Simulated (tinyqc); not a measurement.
## Sneak paths and read margin

Worst-case read of an N x N array without selectors, ideal wires, unselected lines floating and all unselected cells in the low state with resistance K Ron: the sneak path is Rsn = K Ron [2/(N - 1) + 1/(N - 1)^2], in parallel with the selected cell Rc. A sense resistor Ron to ground gives Vout = Vr Ron/(Ron + Rc Rsn/(Rc + Rsn)); margin = [Vout(Rc = Ron) - Vout(Rc = ra Ron)]/Vr.

Inputs (values chosen for the exercise):

| symbol | value | unit | meaning |
|---|---|---|---|
| Ron | 50 | kohm | resistance of the low state |
| ra | 10 |  | ratio Roff/Ron |
| K | 20 |  | factor by which unselected cells are more resistive |
| Vr | 0.1 | V | read voltage |

Sneak paths and read margin:

| N | Rsn (kohm) | Vout, low state (mV) | Vout, high state (mV) | margin (%) |
|---|---|---|---|---|
| 2 | 3000.0 | 50.413 | 10.448 | 39.965 |
| 3 | 1250.0 | 50.980 | 12.281 | 38.700 |
| 4 | 777.78 | 51.557 | 14.110 | 37.447 |
| 8 | 306.12 | 53.775 | 20.844 | 32.931 |
| 16 | 137.78 | 57.679 | 31.643 | 26.036 |
| 32 | 65.557 | 63.804 | 46.314 | 17.489 |
| 64 | 31.998 | 71.931 | 62.443 | 9.4879 |
| 128 | 15.810 | 80.630 | 76.540 | 4.0899 |
| 256 | 7.8585 | 88.042 | 86.600 | 1.4422 |

What does the table show?

The margin falls from 40.0 to 1.44 %; a lone cell has 40.9 %. It first drops below 10 % at N = 64 among the rows, where Rsn = 0.64 Ron. Between the last two rows it goes as N^(-1.50).

Program tinyqc, `OMP_NUM_THREADS=1 python tinyqc.py 2880001 2880002 out.jsonl`; Intel Xeon 2.30GHz, shared host, one thread, about 0.02 s.
